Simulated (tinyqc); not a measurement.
Phonon polaritons: single-oscillator infrared dielectric function of a polar cubic crystal. Computed by tinyqc, a small Python program. Command: `OMP_NUM_THREADS=1 python tinyqc.py 3027887 3027888 out.jsonl infrared walk`. One thread of a shared host (Intel(R) Xeon(R) Processor @ 2.30GHz), about 0.01 s of CPU time with the checks.

One ion pair, charges +Z* and -Z*, in a cell of volume Omega = a^3/4. Frequencies omega are given as wavenumbers (1/cm); eps_s is the static dielectric constant.

Inputs (values chosen for the exercise, modelled on potassium chloride): lattice constant a = 6.29 angstrom; mass M_A = 39.1 u; mass M_B = 35.45 u; omega_TO = 143 1/cm; Born charge Z* = 1.11 e; eps_inf = 2.15.

Structure: rock salt. Free carriers: absent.

Constants: nu for 1 eV/(angstrom^2 u) = 15.6333042 THz; 1 THz = 33.35640952 1/cm; e^2/(4 pi eps_0) = 14.39964548 eV angstrom.

Method. mu = M_A M_B/(M_A + M_B); ionic plasma term W^2 = 4 pi Z*^2 (e^2/(4 pi eps_0))/(Omega mu) in eV/(angstrom^2 u), turned into 1/cm by W = 15.6333042 x 33.35640952 x sqrt(W^2); omega_LO^2 = omega_TO^2 + W^2/eps_inf; eps_s = eps_inf + W^2/omega_TO^2; Szigeti charge 3 Z*/(eps_inf + 2); longitudinal (Callen) charge Z*/eps_inf. Transverse waves without damping obey Q^2 = omega^2 eps(omega), Q = wave vector/(2 pi) in 1/cm: eps_inf omega^4 - (eps_inf omega_LO^2 + Q^2) omega^2 + Q^2 omega_TO^2 = 0.

eps_s = 4.71306

omega_LO = 211.723 1/cm

Branches (1/cm):
```
Q     lower branch  upper branch  Q/sqrt(eps_s)  Q/sqrt(eps_inf)
31           14.24         212.3           14.3             21.1
93           41.79         217.0           42.8             63.4
190          78.71         235.4           87.5            129.6
310         108.41         278.9          142.8            211.4
470         126.35         362.8          216.5            320.5
780         136.83         556.0          359.3            532.0
1600        141.53        1102.5          737.0           1091.2
3100        142.61        2120.0         1427.9           2114.2
```

What follows from these numbers?

The lower branch starts as light slowed by sqrt(eps_s) (0.997 of that line) and ends at 0.997 omega_TO; the upper starts at 1.003 omega_LO and ends at 1.003 of the light line with eps_inf. No branch lies between omega_TO and omega_LO.
